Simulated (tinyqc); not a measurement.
Thermal, flicker and telegraph noise of a field-effect transistor: one step, computed by the program tinyqc. Command: `OMP_NUM_THREADS=1 python tinyqc.py 3013286 3013287 out.jsonl noise walk`. One thread of a shared host (Intel(R) Xeon(R) Processor @ 2.30GHz), about 0.01 s of CPU time with the checks.

Strong inversion, threshold roll-off and channel-length modulation left out; noise sources are uncorrelated and are given as one-sided spectral densities. The drain voltage is 50 mV.

Problem. How many traps? Active traps per decade of time constant: N_dec = N_t k_B T W L lambda ln(10); a single trap at the interface shifts the threshold by e/(W L C_ox) and the current by g_m times that; tunnelling depth for frequency f, z = lambda ln(1/(2 pi f tau_0)), tau_0 = 1e-10 s.

Inputs (values chosen for the exercise, modelled on a silicon n-channel):
```
quantity                  value         unit
width W                      25   micrometre
length L                   2400           nm
oxide trap density N_t  1.8e+18  1/(eV cm^3)
frequency f                 100           Hz
temperature T               300            K
```

Operating region: linear. Flicker model: number with correlated mobility.

tunnelling length lambda = 0.9221944 angstrom

C_ox = 0.7047211 microfarad/cm^2

g_m = 40.37464 microsiemens

drain current I = 9.689915 microampere

Constants: k_B = 8.617333262e-05 eV/K; e = 1.602176634e-19 C.

Give: traps per decade; threshold step of one trap; current step of one trap; depth probed at f.

Solution.

traps per decade = 592.9

threshold step of one trap = 3.789e-04 mV

current step of one trap = 1.579e-04 %

depth probed at f = 1.529 nm

With several traps per decade their Lorentzians merge into 1/f.
